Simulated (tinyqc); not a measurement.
Inside a calculation. Method: plane-wave Kohn-Sham cycle with exchange-only LDA in a layered model solid. One step of it, computed by the program tinyqc.

Task: Iteration 2: Hamiltonian at one k. H(m,m') = (k + G_m)^2/2 delta + V(G_m - G_m'), with V(-G) = V(G).

A solid whose potential varies along x alone (atomic units):
```
parameter                      value
period a                    8.300000
cross-section of the cell  11.000000
electrons per cell                 4
grid points                       16
plane waves -n..n, n               2
k points                           1
V1 in V1 cos(2 pi x/a)     -0.390000
```

V(G_m), m = 0, 1, 2, ... (hartree): -0.346983  -0.157628  -0.001445  0.000029  0.000032

k = 0.000000 2 pi / a

Give: H.

Result:

H (hartree), lower triangle:
```
         -2       -1       +0       +1      +2
-2   0.7991
-1  -0.1576  -0.0605
+0  -0.0014  -0.1576  -0.3470
+1   0.0000  -0.0014  -0.1576  -0.0605
+2   0.0000   0.0000  -0.0014  -0.1576  0.7991
```
